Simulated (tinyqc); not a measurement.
Worked calculation: plane-wave Kohn-Sham cycle with exchange-only LDA in a layered model solid. One step of it, computed by the program tinyqc.

Task: Iteration 1: levels at that k. Diagonalise the Hermitian matrix.

H (hartree):
```
           -2         -1         +0         +1         +2
-2   0.329018  -0.050000   0.055000   0.000000   0.000000
-1  -0.050000  -0.096274  -0.050000   0.055000   0.000000
+0   0.055000  -0.050000  -0.238038  -0.050000   0.055000
+1   0.000000   0.055000  -0.050000  -0.096274  -0.050000
+2   0.000000   0.000000   0.055000  -0.050000   0.329018
```

Give: eigenvalues.

Result:

eigenvalues (hartree): -0.2668  -0.1564  -0.0321  0.3342  0.3486
